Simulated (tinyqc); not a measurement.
Donor level screened by free carriers (Yukawa potential): one step. Units and screening length. Four cases, with inputs chosen for the exercise.

Problem. Give Ry* = Ry m/eps^2, a* = a0 eps/m, EF, the three values of ks, and x = ks a*.

Screening wave number: Debye ks^2 = 4 pi q n/(eps kB T); Thomas-Fermi ks^2 = 6 pi q n/(eps EF) with EF = c (3 pi^2 n/gv)^(2/3)/m, c = hbar^2/2m0; the two are joined by 1/ks^2 = sqrt(1/ks_D^4 + 1/ks_TF^4). 1e18/cm^3 = 1e-6/angstrom^3, q = e^2/(4 pi eps0).

Constants: e^2/(4 pi eps0) = 14.39964547 eV angstrom; kB = 8.617333262e-05 eV/K; hbar^2/2m0 = 3.80998211 eV angstrom^2; Ry = 13.60569312 eV; a0 (Bohr radius) = 0.5291772105 angstrom.

Case 1.

Values chosen (near those of a donor in 4H SiC, with one mean mass; not measured data):
- m = 0.396 m0 (mass)
- eps = 9.8 (dielectric constant)
- gv = 3 (valleys)
- T = 400 K (temperature)
- n = 1.5 x 1e18/cm^3 (free-carrier density)

Case 2.

Values chosen (near those of a donor in Si, with one mean mass; not measured data):
- m = 0.319 m0 (mass)
- eps = 11.4 (dielectric constant)
- gv = 6 (valleys)
- T = 300 K (temperature)
- n = 2.7 x 1e18/cm^3 (free-carrier density)

Case 3.

Values chosen (near those of a donor in Ge, with one mean mass; not measured data):
- m = 0.168 m0 (mass)
- eps = 15.8 (dielectric constant)
- gv = 4 (valleys)
- T = 400 K (temperature)
- n = 0.55 x 1e18/cm^3 (free-carrier density)

Case 4.

Values chosen (near those of a donor in 4H SiC, with one mean mass; not measured data):
- m = 0.406 m0 (mass)
- eps = 10 (dielectric constant)
- gv = 3 (valleys)
- T = 300 K (temperature)
- n = 3.9 x 1e18/cm^3 (free-carrier density)

Give: Ry*; a*; EF; ks: Debye, Thomas-Fermi, joined; x.

Solution.

Case 1.

Ry* = 56.100 meV
a* = 13.10 angstrom
EF = 5.80 meV

ks: Debye, Thomas-Fermi, joined (1/angstrom): 0.02835  0.08463  0.02826

x = 0.3701

EF/kB T = 0.17, so the Debye value, the smaller one, controls the screening.

Case 2.

Ry* = 33.397 meV
a* = 18.91 angstrom
EF = 6.71 meV

ks: Debye, Thomas-Fermi, joined (1/angstrom): 0.04072  0.09786  0.04042

x = 0.7643

EF/kB T = 0.26, so the Debye value, the smaller one, controls the screening.

Case 3.

Ry* = 9.156 meV
a* = 49.77 angstrom
EF = 5.78 meV

ks: Debye, Thomas-Fermi, joined (1/angstrom): 0.01352  0.04042  0.01348

x = 0.6707

EF/kB T = 0.17, so the Debye value, the smaller one, controls the screening.

Case 4.

Ry* = 55.239 meV
a* = 13.03 angstrom
EF = 10.70 meV

ks: Debye, Thomas-Fermi, joined (1/angstrom): 0.05225  0.09947  0.05130

x = 0.6686

EF/kB T = 0.41, so the Debye value, the smaller one, controls the screening.

Computed by tinyqc, one run a case: `OMP_NUM_THREADS=1 python tinyqc.py N N+1 out.jsonl` with N = 1282035, 1282168, 1282333, 1282338; one thread of a shared Intel(R) Xeon(R) Processor @ 2.30GHz, about 0.02 s a run at most.
